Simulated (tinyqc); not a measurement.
Permittivity and interlayer from two capacitances.

Problem. A two-layer stack has Cox = eps0/(t1/e1 + t2/e2) and EOT = 3.9 eps0/Cox. Find e2, the EOT of layer 1 and, with e1 given, t1.

Inputs (values chosen for the exercise): relative permittivity of layer 1 e1 = 3.83.

Constants: eps0 = 8.8541878128e-14 F/cm where lengths are in cm. Results are converted to the units shown.

Cox at t2 = 2 and 7.4 nm (uF/cm^2): [1.6491701, 1.1235562]

Answer. EOT is linear in t2 with slope 3.9/e2, and its intercept is the EOT of layer 1.

e2 = 21.5
EOT of layer 1 = 1.73 nm
t1 = 1.70 nm

Numbers from tinyqc (`OMP_NUM_THREADS=1 python tinyqc.py 2010083 2010084 out.jsonl`; about 0.01 s on one thread of a shared Intel Xeon 2.30GHz).
